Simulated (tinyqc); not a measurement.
# p-n heterojunction, non-linear Poisson equation by Newton steps, Boltzmann statistics: what changes with what

One dimension, material 1 (p-type) at x < 0 and material 2 (n-type) at x > 0. Band edges: Ec = -psi in material 1 and -psi + dEc in material 2, Ev = Ec - Eg. Flat quasi-Fermi levels: 0 for holes, +V for electrons. n = Nc F((EFn - Ec)/Vt), p = Nv F((Ev - EFp)/Vt), with F(eta) = exp(eta) (Boltzmann statistics); full ionisation, no interface charge, classical densities; the doping types are chosen for the exercise.

Parameters, values chosen for the exercise; band and dielectric values close to those of InP and InAlAs:
```
symbol,value,unit,meaning
T,300,K,temperature
Eg1,1.37,eV,band gap of material 1
er1,12.6,,relative permittivity of material 1
Nc1,5.6e17,cm^-3,conduction-band density of states of material 1
Nv1,1.09e19,cm^-3,valence-band density of states of material 1
Eg2,1.44,eV,band gap of material 2
er2,12.2,,relative permittivity of material 2
Nc2,5.02e17,cm^-3,conduction-band density of states of material 2
Nv2,1e19,cm^-3,valence-band density of states of material 2
dEc,0.27,eV,conduction-band offset Ec2 - Ec1
N1,5.2e16,cm^-3,acceptor density of material 1
N2,5.8e15,cm^-3,donor density of material 2
V,0.52,V,bias of side 1 against side 2
```

Constants: q = 1.602176634e-19 C, kB = 1.380649e-23 J/K, Vt = kB T/q, eps0 = 8.8541878128e-14 F/cm where lengths are in cm. Results are converted to the units shown.

Each table varies one quantity; the others keep the values above.

## Effect of the bias of side 1 against side 2

Exact first integral: on each side D^2/(2 eps0 er) = G, G = q [Vt (nI_j - nI_b) + Vt (pI_j - pI_b) - C (psi_j - psi_b)], with C = -N1 or +N2, b the neutral end of that side, and nI, pI the densities themselves. D is continuous, so er1 G1(psi_j) = er2 G2(psi_j) fixes psi_j. Ends from Nv1 F((-psi_L - Eg1)/Vt) = N1 and Nc2 F((V + psi_R - dEc)/Vt) = N2. D is counted positive when psi rises towards material 2. Depletion (Anderson) capacitance C^2 = q eps0 er1 er2 N1 N2/(2 (er1 N1 + er2 N2)(psi_R - psi_L)). -dD/dV is the change of the displacement at the interface with both quasi-Fermi levels flat; it is the terminal capacitance only while neither side holds an inversion layer. n_j and p_j are densities at the interface.

Effect of the bias of side 1 against side 2:
columns A: V (V); B: psi_R - psi_L (V); C: psi_j - psi_L (V); D: psi_R - psi_j (V); E: D/q (cm^-2); F: n_j in 1 (cm^-3); G: p_j in 2 (cm^-3); H: -dD/dV (nF/cm^2); I: depletion C (nF/cm^2)
```
A           B       C       D         E          F         G      H      I
0.4    0.9865  0.1739  0.8126  3.274e11    4.958e6  1.311e17  5.388  21.43
-0.09   1.476  0.1925   1.284  3.474e11    0.05969  6.386e16  7.849  17.52
-0.57   1.956  0.2208   1.736  3.757e11   1.542e-9  2.135e16  11.08  15.22
-1.06   2.446  0.2612   2.185  4.128e11  4.321e-17  4.469e15  12.74  13.61
-1.54   2.926  0.3064   2.620  4.507e11  2.143e-24  7.783e14  12.38  12.44
-2.03   3.416  0.3539   3.063  4.874e11  7.888e-32  1.240e14  11.58  11.51
-2.51   3.896  0.4006   3.496  5.210e11  4.155e-39  2.034e13  10.85  10.78
-3      4.386  0.4484   3.938  5.532e11  1.546e-46  3.207e12  10.22  10.16
```

What does the comparison show?

As V goes from 0.4 to -3, the total bending rises from 0.986 to 4.39 V and the sheet charge D/q rises from 3.27e11 to 5.53e11 cm^-2; the share of the bending in material 1 falls from 17.6 to 10.2 %. The capacitance departs most from the depletion formula at V = 0.4, where it is 75 % below it, and there the holes at the interface in material 2 outnumber its donors: an inversion layer has formed, which screens D from the bias.

## Effect of the conduction-band offset Ec2 - Ec1

Same model as above.

Effect of the conduction-band offset Ec2 - Ec1:
columns A: dEc (eV); B: psi_R - psi_L (V); C: psi_j - psi_L (V); D: psi_R - psi_j (V); E: D/q (cm^-2); F: n_j in 1 (cm^-3); G: p_j in 2 (cm^-3); H: -dD/dV (nF/cm^2); I: depletion C (nF/cm^2)
```
A           B        C       D         E         F         G       H      I
-0.03  0.5665  0.07476  0.4917  1.909e11   1.112e7  5.530e13   29.42  28.28
0.05   0.6465  0.08328  0.5632  2.057e11   1.546e7  8.782e14   26.96  26.47
0.12   0.7165  0.09383  0.6227  2.230e11   2.326e7  8.754e15   21.98  25.14
0.2    0.7965   0.1242  0.6723  2.672e11   7.528e7  5.971e16   10.52  23.85
0.27   0.8665   0.1704  0.6961  3.236e11   4.494e8  1.500e17   4.959  22.86
0.35   0.9465   0.2343  0.7122  3.886e11   5.331e9  2.791e17   2.557  21.88
0.42    1.016   0.2949  0.7216  4.414e11  5.541e10  4.027e17   1.649  21.11
0.5     1.096   0.3668  0.7297  4.969e11  8.951e11  5.503e17   1.109  20.33
0.57    1.166   0.4312  0.7353  5.418e11  1.082e13  6.829e17  0.8160  19.71
```

As dEc goes from -0.03 to 0.57, the total bending rises from 0.566 to 1.17 V and the sheet charge D/q rises from 1.91e11 to 5.42e11 cm^-2; the share of the bending in material 1 goes from 13.2 through a minimum of 12.9 (at dEc = 0.05 among the rows listed) to 37.0 %. The alignment is staggered for dEc = -0.03, 0.12, 0.2, 0.27, 0.35, 0.42, 0.5, 0.57 eV. The capacitance departs most from the depletion formula at dEc = 0.57, where it is 96 % below it, and there the holes at the interface in material 2 outnumber its donors: an inversion layer has formed, which screens D from the bias.

Computed by the program tinyqc: `OMP_NUM_THREADS=1 python tinyqc.py 2040092 2040093 out.jsonl`, one thread of a shared Intel Xeon 2.30GHz, about 0.03 s for the whole run.
